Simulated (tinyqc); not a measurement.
Worked calculation: thermal stress, cracking, delamination and buckling of a thin film; Griffith cracks and misfitting inclusions. Computed by tinyqc, a small Python program that keeps every step. Command: `OMP_NUM_THREADS=1 python tinyqc.py 3001670 3001671 out.jsonl filmcrack walk`. One thread of a shared host (Intel(R) Xeon(R) Processor @ 2.30GHz), about 0.01 s of CPU time with the checks. Intermediate numbers are printed to about 5 digits and carried at full precision; extremes and crossings named in words are read from the listed rows.

Isotropic linear elasticity; the substrate is much thicker than the film; stress is positive in tension.

Inputs (values chosen for the exercise, for a model film):
```
quantity                          value        unit
film Young's modulus E              8.8         GPa
film Poisson ratio nu              0.25           -
film expansion alpha_f             13.2      1e-6/K
substrate expansion alpha_s           3      1e-6/K
deposition temperature T_d          500           K
final temperature T                 300           K
intrinsic stress                     20         MPa
film thickness h                      3  micrometre
film toughness Gamma_f             1.47       J/m^2
interface toughness Gamma_i         9.3       J/m^2
substrate Young's modulus E_s       143         GPa
substrate Poisson ratio nu_s       0.28           -
flaw half length a                  0.1  micrometre
substrate surface energy gamma_s    1.9       J/m^2
inclusion radius R                  4.4  micrometre
```

Inclusion: sphere.

## Stress in the film

Thermal strain = (alpha_f - alpha_s)(T_d - T); stress = E/(1 - nu) x strain + intrinsic stress; plane-strain modulus Ebar = E/(1 - nu^2); G0 = stress^2 h/(2 Ebar) is the energy freed per area when a long strip loses its stress across its width.

thermal strain = 0.00204

film stress = 43.936 MPa

Ebar = 9.3867 GPa

G0 = 0.30848 J/m^2

The film ends in tension; the thermal part is 23.9 MPa. Caution: at a stress above 0.4 % of E a ductile film would yield, and the elastic value is then an upper bound; a brittle film in tension cracks instead.

## Elastic mismatch

Dundurs alpha = (Ebar - Ebar_s)/(Ebar + Ebar_s), with Ebar_s = E_s/(1 - nu_s^2). The channel-crack factor is taken as g = 1.258 (1 - alpha)^(-0.7), a rough interpolation chosen for the exercise (1.258 is the value for matched materials).

Dundurs alpha = -0.88591

factor g = 0.80689

The stiffer substrate holds the crack faces and lowers the driving force.

## Channel cracks and edge delamination

Channel crack through the film: G = pi g G0, critical thickness where G = Gamma_f. Steady delamination from an edge: G = G0, critical thickness where G = Gamma_i.

driving force for channelling = 0.78196 J/m^2

critical thickness for channelling = 5.6397 micrometre

critical thickness for delamination = 90.445 micrometre

As the film thickens, channel cracking comes first. At h the film is safe against both.

## Griffith crack in the substrate

Through crack of length 2a in plane strain: K_Ic = sqrt(2 gamma_s E_s/(1 - nu_s^2)); fracture stress = K_Ic/sqrt(pi a). An edge crack of depth a has K larger by 1.1215.

toughness K_Ic = 0.76787 MPa m^0.5

fracture stress, inner crack = 1370.0 MPa

fracture stress, edge crack = 1221.6 MPa

The inner crack lowers the strength to 9.6 % of the ideal E_s/10.

## A misfitting inclusion

Film material fills a sphere of radius R in the substrate, with the misfit e = thermal strain (it wants to shrink if e > 0). Radial stress at the wall s0 = e/[(1 - 2 nu)/E + (1 + nu_s)/(2 E_s)]; inside it is uniform and hydrostatic; outside s_rr = s0 (R/r)^3, s_tt = -s_rr/2. Keep-out radius: where |s_rr| falls to 10 MPa (R if it is lower at the wall).

radial stress at the wall s0 = 33.282 MPa

mean stress inside = 33.282 MPa

keep-out radius = 6.5694 micrometre

The stress does not depend on R; its reach scales with R.

## Film, cylinder and sphere at the same misfit

Thermal misfit e alone, mean stress = trace/3 and largest difference of principal stresses inside. Film: E e/(1 - nu) in two directions, 0 in the third. Cylinder: s0 = (1 + nu) e/[(1 + nu)(1 - 2 nu)/E + (1 + nu_s)/E_s] twice and s_zz = E e + 2 nu s0. Sphere: e/[(1 - 2 nu)/E + (1 + nu_s)/(2 E_s)] three times.

Stresses inside (MPa):
```
shape         s1      s2      s3    mean  largest difference
film      23.936  23.936   0.000  15.957              23.936
cylinder  31.885  31.885  33.895  32.555               2.009
sphere    33.282  33.282  33.282  33.282               0.000
```

The mean stress in size is 16 MPa in the film, 33 in the cylinder and 33 in the sphere, while the largest difference, twice the largest shear stress, goes from 24 through 2 to 0. In a ductile solid shear can relax by slip and hydrostatic stress cannot, so a confined metal builds up the triaxial stress that opens voids.

Checks made by the program: fracture stress against the maximum of 4 a gamma - pi a^2 s^2/Ebar (relative difference 9e-09).
